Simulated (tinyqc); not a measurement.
Charge centroid from charge and shift.

Problem. A sheet of N electrons in the storage layer of a charge-trap cell shifts the threshold by U = (q/eps0) N (tb/eb + xc tn/en). Find xc and the distance xc tn from the blocking layer.

Values chosen for this exercise:
- tn = 4.1 nm (storage layer)
- en = 7.5 (its relative permittivity)
- tb = 7.9 nm (blocking layer)
- eb = 3.9 (its relative permittivity)

Constants: q = 1.602176634e-19 C, eps0 = 8.8541878128e-14 F/cm where lengths are in cm. Results are converted to the units shown.

N = 8e12 cm^-2
U = 3.1776604 V

Answer. U eps0/(q N) is the electrical distance from the gate; subtract that of the blocking layer.

xc = 0.3100
distance = 1.271 nm

tinyqc, about 0.07 s, one thread, Intel Xeon 2.30GHz (shared host): `OMP_NUM_THREADS=1 python tinyqc.py 2130092 2130093 out.jsonl`
